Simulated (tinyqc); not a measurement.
## Drift layer from breakdown voltage and on-resistance

Question. An ideal drift layer with a triangular field at breakdown has BV = Ec W/2, N = eps0 eps_r Ec/(q W) and Ron = W/(q mu N). Find Ec, W and N.

Values chosen for this exercise:
- eps_r = 12.7 (relative permittivity)
- mu = 5250 cm^2/(V s) (electron mobility of the drift layer)

Constants: q = 1.602176634e-19 C, eps0 = 8.8541878128e-14 F/cm where lengths are in cm. Results are converted to the units shown.

BV = 719.02541 V
Ron = 7.5531415 mohm cm^2

Answer. Eliminating W and N gives Ron = 4 BV^2/(eps0 eps_r mu Ec^3), which yields Ec.

Ec = 359.3 kV/cm
W = 40.03 um
N = 6.300e14 cm^-3

Computed by the program tinyqc: `OMP_NUM_THREADS=1 python tinyqc.py 2120115 2120116 out.jsonl`, one thread of a shared Intel Xeon 2.30GHz, about 0.06 s for the whole run.
